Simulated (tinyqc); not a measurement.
Threshold of a short bulk MOSFET: charge sharing, barrier lowering, narrow width: one step of the calculation.

n-channel device on a p-type body, depletion approximation, full ionisation. Uniform doping N = Na. Vbi from Boltzmann statistics is rough for the degenerate source. Cox = eps0 eox/tox.

Question. Short-channel and narrow-width shifts. Charge sharing (trapezoid; it ignores Vds): F = (xj/L)(sqrt(1 + 2 Wd/xj) - 1), lowering = body term times F. Barrier lowering: th = exp(-L/(2 l)) + 2 exp(-L/l), lowering = th [2 (Vbi - 2 pB) + Vds], DIBL = th. Narrow width: rise = body term times xw Wd/W. VT by each model = VT0 - lowering + rise.

Inputs (values chosen for the exercise); band and dielectric values close to those of silicon:
```
symbol   value  unit                                                    meaning
xj         130    nm                                             junction depth
Vds       0.05     V                                       drain-source voltage
W          190    nm                                                 gate width
xw      0.7854        shape factor of the fringing depletion at the width edges
L          130    nm                                             channel length
```

2 pB = 0.86611128 V
Wd = 41.161182 nm
body term = 0.32084419 V
VT0 = 0.29695547 V
Vbi = 1.0132505 V
l = 12.068441 nm

Find: F; lowering by charge sharing; th; lowering of the barrier; DIBL; narrow-width rise; VT, charge sharing; VT, barrier lowering.

Answer.

F = 0.2780
lowering by charge sharing = 89.19 mV
th = 0.004622
lowering of the barrier = 1.591 mV
DIBL = 4.622 mV/V
narrow-width rise = 54.59 mV
VT, charge sharing = 0.2624 V
VT, barrier lowering = 0.3500 V

L is 10.8 scale lengths. The charge-sharing lowering is 56.0 times the barrier lowering; the first falls off as 1/L and the second exponentially. Both describe the same loss of gate control, so they are alternatives and are not added.

tinyqc, about 0.01 s, one thread, Intel Xeon 2.30GHz (shared host): `OMP_NUM_THREADS=1 python tinyqc.py 2002132 2002133 out.jsonl`
